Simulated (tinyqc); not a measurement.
# Charge pumping in an n-channel transistor: two studies

The gate is pulsed from accumulation to inversion and back. Energies E are counted from the intrinsic level; Dit(E) = D0 [1 + b (2 E/Eg)^2]. During each edge the traps near the bands emit their carriers, and those between Eh and Ee recombine once a cycle.

Inputs (values chosen for the exercise); band and dielectric values close to those of silicon:
- T = 300 K (temperature)
- Eg = 1.13 eV (band gap)
- Nc = 2.79e19 cm^-3 (conduction-band density of states at 300 K)
- Nv = 2.7e19 cm^-3 (valence-band density of states at 300 K)
- A = 18 um^2 (gate area)
- D0 = 2.6e11 cm^-2 eV^-1 (trap density at midgap)
- b = 0 (rise of the trap density towards the band edges)
- sn = 2.2e-15 cm^2 (cross-section for electrons)
- sp = 2.4e-15 cm^2 (cross-section for holes)
- vth = 1.3e7 cm/s (thermal velocity at 300 K, one nominal value for electrons and holes)
- dV = 0.55 V (Vth - Vfb)
- Va = 3.8 V (pulse height)
- f = 1.1e5 Hz (frequency)
- tr = 1500 ns (rise time)

Constants: q = 1.602176634e-19 C, kB = 1.380649e-23 J/K, Vt = kB T/q. Results are converted to the units shown.

Each table varies one quantity; the others keep the values above.

## Scanning the upper gap with the fall time

ni = sqrt(Nc Nv) exp(-Eg/(2 Vt)), Eg in volts; emission times te = (dV/Va) tf and th = (dV/Va) tr; Ee = -Vt ln(vth sn ni te), Eh = +Vt ln(vth sp ni th). Nit = integral of Dit from Eh to Ee = D0 [Ee - Eh + 4 b (Ee^3 - Eh^3)/(3 Eg^2)], Qcp = q A Nit, Icp = f Qcp.

The same in every row: Eh (eV) = -0.25134.

Scanning the upper gap with the fall time:

| tf (ns) | Ee (eV) | Nit (cm^-2) | Icp (pA) |
|---|---|---|---|
| 1 | 0.44265 | 1.8044e11 | 572.40 |
| 3.1 | 0.41340 | 1.7283e11 | 548.27 |
| 9.6 | 0.38418 | 1.6523e11 | 524.17 |
| 30 | 0.35472 | 1.5757e11 | 499.88 |
| 92 | 0.32575 | 1.5004e11 | 475.98 |
| 280 | 0.29698 | 1.4256e11 | 452.25 |
| 880 | 0.26737 | 1.3486e11 | 427.83 |
| 2700 | 0.23839 | 1.2733e11 | 403.93 |

Read the table: what changes, and by how much?

Ee falls from 0.443 to 0.238 eV, by Vt ln 10 a decade, and Icp falls from 572 to 404 pA. The slope -dNit/d(ln tf)/Vt gives Dit = 2.60e11 cm^-2 eV^-1 near E = 0.428 eV and 2.60e11 near 0.253 eV: constant, as the profile is flat.

## Triangular pulses against frequency

Same model as above.

For a symmetric triangular wave tr = tf = 1/(2 f).

Triangular pulses against frequency:

| f (Hz) | Ee (eV) | Eh (eV) | Nit (cm^-2) | Icp (pA) | Qcp (fC) |
|---|---|---|---|---|---|
| 2200 | 0.1238 | -0.1215 | 6.379e10 | 4.047 | 1.840 |
| 5100 | 0.1455 | -0.1433 | 7.509e10 | 11.04 | 2.166 |
| 12000 | 0.1676 | -0.1654 | 8.659e10 | 29.97 | 2.497 |
| 26000 | 0.1876 | -0.1854 | 9.699e10 | 72.72 | 2.797 |
| 59000 | 0.2088 | -0.2066 | 1.080e11 | 183.8 | 3.115 |
| 1.3e5 | 0.2292 | -0.2270 | 1.186e11 | 444.7 | 3.421 |
| 3e5 | 0.2509 | -0.2486 | 1.299e11 | 1124 | 3.745 |
| 6.9e5 | 0.2724 | -0.2701 | 1.411e11 | 2807 | 4.068 |
| 1.6e6 | 0.2941 | -0.2919 | 1.524e11 | 7031 | 4.394 |
| 3.5e6 | 0.3144 | -0.3121 | 1.629e11 | 1.644e4 | 4.698 |

What does the table show?

Qcp rises from 1.84 to 4.70 fC, by 0.893 fC a decade between the first two rows and 0.893 between the last two (2 q A D0 Vt ln 10 = 0.893 fC): faster edges leave less time for emission and widen the window, so Icp grows faster than f, as f^(1.13).

Range of the model: The Fermi levels of inversion and accumulation are taken to lie beyond Ee and Eh, the flat tops to fill all traps, and no geometric current is added.

Computed by the program tinyqc: `OMP_NUM_THREADS=1 python tinyqc.py 2030090 2030091 out.jsonl`, one thread of a shared Intel Xeon 2.30GHz, about 0.01 s for the whole run.
